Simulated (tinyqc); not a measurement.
# From one set of inputs to another, one input at a time

Model: millisecond and nanosecond annealing: surface heating, thermal budget and solid-phase regrowth. Computed by tinyqc, a small Python program. Command: `OMP_NUM_THREADS=1 python tinyqc.py 3016699 3016700 out.jsonl flash ladder`. One thread of a shared host (Intel(R) Xeon(R) Processor @ 2.30GHz), about 0.03 s of CPU time with the checks.

A square pulse heats the surface of a thick wafer with constant thermal properties; losses by radiation are neglected and silicon melts at 1414 C.

The inputs printed are set A. Set A is modelled on hot silicon with phosphorus; the values taken over come from a set modelled on hot silicon with boron. Inputs not listed in the table keep their values of set A, so the rows need not describe a real material.

Inputs (values chosen for the exercise, modelled on hot silicon with phosphorus):

| quantity | value | unit |
|---|---|---|
| incident fluence | 0.127 | J/cm^2 |
| pulse length t_p | 3.2e-08 | s |
| reflectance R | 0.36 | - |
| thermal conductivity k | 0.26 | W/(cm K) |
| heat capacity per volume c | 2.17 | J/(cm^3 K) |
| preheat temperature T0 | 400 | C |
| dopant prefactor D0 | 4.45 | cm^2/s |
| dopant activation energy E | 3.69 | eV |
| regrowth prefactor v0 | 3.6e+08 | cm/s |
| regrowth energy E_v | 2.72 | eV |

Source: pulsed laser.

Constants: k_B = 8.617333262e-05 eV/K.

Method:
- Absorbed flux q = (1 - R) fluence/t_p; kappa = k/c. With f(z, t) = (2 q/k) sqrt(kappa t) ierfc(z/(2 sqrt(kappa t))), ierfc(x) = exp(-x^2)/sqrt(pi) - x erfc(x): T = T0 + f(z, t) during the pulse and T0 + f(z, t) - f(z, t - t_p) after it.
- At the surface the rise at the end of the pulse is 2 q sqrt(t_p/(pi k c)); the fluence that just melts the surface scales with (1414 - T0).
- Temperatures in kelvin are T(C) + 273.15.
- Integrate exp(-E/(k_B T(t))) at the surface from 0 to 10 t_p (Gauss-Legendre, 60 points in sqrt(t) up to t_p and 60 in sqrt(t - t_p) after it). (Dt) = D0 x integral with E; regrowth = v0 x integral with E_v; effective time = integral/exp(-E/(k_B T_peak)).

Each row keeps all changes above it:

| input moved | from | to | diffusion length 2 sqrt(Dt) (nm) | possible regrowth (nm) | fluence at the melting threshold (J/cm^2) |
|---|---|---|---|---|---|
| set A | - | - | 3.6192e-04 | 0.0014373 | 0.18867 |
| reflectance R | 0.36 | 0.37 | 3.1939e-04 | 0.0011958 | 0.19166 |
| thermal conductivity k (W/(cm K)) | 0.26 | 0.28 | 2.3807e-04 | 0.0007760 | 0.19890 |
| dopant prefactor D0 (cm^2/s) and dopant activation energy E (eV) | 4.45, 3.69 | 1.02, 3.51 | 2.5752e-04 | 0.0007760 | 0.19890 |
| heat capacity per volume c (J/(cm^3 K)) | 2.17 | 2.28 | 2.1378e-04 | 0.0005818 | 0.20387 |

Diffusion length 2 sqrt(Dt) goes from 3.62e-4 to 2.14e-4, a factor 0.591 in all. The largest single move comes from thermal conductivity k (a factor 0.745), and dopant prefactor D0 with dopant activation energy E works against it (a factor 1.08). Possible regrowth goes from 0.00144 to 5.82e-4, a factor 0.405 in all. The largest single move comes from thermal conductivity k (a factor 0.649). Fluence at the melting threshold goes from 0.189 to 0.204, a factor 1.08 in all. The largest single move comes from thermal conductivity k (a factor 1.04). The single moves hold for this order of the switches; the total does not depend on the order.

Caution (all rows): equilibrium diffusivities are used; implant damage enhances diffusion, and k and c vary with temperature. Caution (all rows): a diffusion length below the atomic spacing of 0.235 nm means about one jump per atom or fewer, so the profile does not change measurably.

Extremes, crossings and ranges named in words are read from the listed rows.
